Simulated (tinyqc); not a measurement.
Photoconductance decay in a wafer: bulk and surface recombination modes, and iron detection by pair splitting: one step, computed by the program tinyqc. Command: `OMP_NUM_THREADS=1 python tinyqc.py 3113592 3113593 out.jsonl pcd walk`. One thread of a shared host (Intel(R) Xeon(R) Processor @ 2.30GHz), about 0.01 s of CPU time with the checks.

Both faces of the wafer have the same S; injection is low and all coefficients are constant. x runs from -W/2 to W/2.

Problem. Effective lifetime. Even modes cos(a x) obey b tan b = S W/(2 D) with b = a W/2, odd modes sin(a x) obey -b cot b = S W/(2 D); each decays at the rate 1/tau_b + D a^2. tau_eff is the decay time of the first mode. The surface time is 1/(D a^2) of that mode; shortcuts for it are W/(2 S), W^2/(pi^2 D) and their sum, whose error is sum/surface time - 1.

Inputs (values chosen for the exercise, modelled on p-type silicon): thickness W = 150 micrometre; diffusivity D = 31.3 cm^2/s; bulk lifetime tau_b without iron = 870 microsecond; surface recombination velocity S = 1700 cm/s.

Give: tau_eff; surface time; W/(2 S); W^2/(pi^2 D); error of the sum; tau_eff/tau_b.

Solution.

tau_eff = 4.997 microsecond

surface time = 5.026 microsecond

W/(2 S) = 4.412 microsecond

W^2/(pi^2 D) = 0.7283 microsecond

error of the sum = 2.279 %

tau_eff/tau_b = 0.005743

The surfaces are slow against diffusion, so W/(2 S) is the larger part. tau_eff is only 0.0057 of tau_b, so it understates the bulk lifetime.
